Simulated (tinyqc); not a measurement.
# From one set of inputs to another, one input at a time

Model: effective-mass impurity with a central-cell term, in a basis of Slater functions. Computed by tinyqc, a small Python program. Command: `OMP_NUM_THREADS=1 python tinyqc.py 3030180 3030181 out.jsonl centralcell ladder`. One thread of a shared host (Intel(R) Xeon(R) Processor @ 2.30GHz), about 0.01 s of CPU time with the checks.

The envelope obeys H = -nabla^2 - (2/r) [Z + A exp(-kappa r)] in effective units, with kappa = a*/lambda; positive A deepens the well near the core.

The inputs printed are set A. Inputs not listed in the table keep their values of set A, so the rows need not describe a real material.

Inputs (values chosen for the exercise, with mass and screening modelled on beta-Ga2O3):

| quantity | value | unit |
|---|---|---|
| effective mass m | 0.286 | m_0 |
| dielectric constant eps | 10.1 | - |
| charge Z of the core | 1 | - |
| central-cell strength A | 0.72 | - |
| central-cell range lambda | 2.3 | angstrom |

Impurity: donor, one isotropic band.

Constants: Ry = 13.605693123 eV; a_0 = 0.529177210903 angstrom.

Method:
- Units: Ry* = Ry m/eps^2 and a* = a_0 eps/m, with m in m_0.
- kappa = a*/lambda; the hydrogenic ground state is bound by Z^2 Ry*.
- For s functions exp(-zeta r), with s = zeta_i + zeta_j: S = 2/s^3, T = zeta_i zeta_j S, V = -2 Z/s^2, W = -2 A/(s + kappa)^2; each function is normalised by dividing by sqrt(S_ii S_jj).
- Large basis: zeta_i = 0.06 x 1.6^(i-1), i = 1..22, same formulas; for p functions r exp(-zeta r): S = 24/s^5, T = zeta_i zeta_j S (centrifugal term included), V = -12 Z/s^4, W = -12 A/(s + kappa)^4; overlap eigenvalues below 1e-11 are dropped.
- Binding energies are -E Ry*; the effective quantum number is nu = Z/sqrt(-E); |psi(0)|^2 is given relative to the hydrogenic Z^3/(pi a*^3).

Each row keeps all changes above it:

| input moved | from | to | 1s binding energy (meV) | relative \|psi(0)\|^2 | a* (angstrom) |
|---|---|---|---|---|---|
| set A | - | - | 40.631 | 1.594 | 18.688 |
| effective mass m (m_0) | 0.286 | 0.0928 | 12.479 | 1.151 | 57.594 |
| central-cell strength A | 0.72 | 13 | 19.229 | 40.070 | 57.594 |
| dielectric constant eps | 10.1 | 10.5 | 16.769 | 32.074 | 59.875 |

Where does the difference come from?

1s binding energy goes from 40.6 to 16.8, a factor 0.413 in all. The largest single move comes from effective mass m (a factor 0.307), and central-cell strength A works against it (a factor 1.54). Relative |psi(0)|^2 goes from 1.59 to 32.1, a factor 20.1 in all. The largest single move comes from central-cell strength A (a factor 34.8). a* goes from 18.7 to 59.9, a factor 3.20 in all. The largest single move comes from effective mass m (a factor 3.08). The single moves hold for this order of the switches; the total does not depend on the order.

Caution (rows central-cell strength A, dielectric constant eps): the density at the core is many times hydrogenic, so the result hangs on the model potential inside one cell, where the envelope picture is weak.

Extremes, crossings and ranges named in words are read from the listed rows.
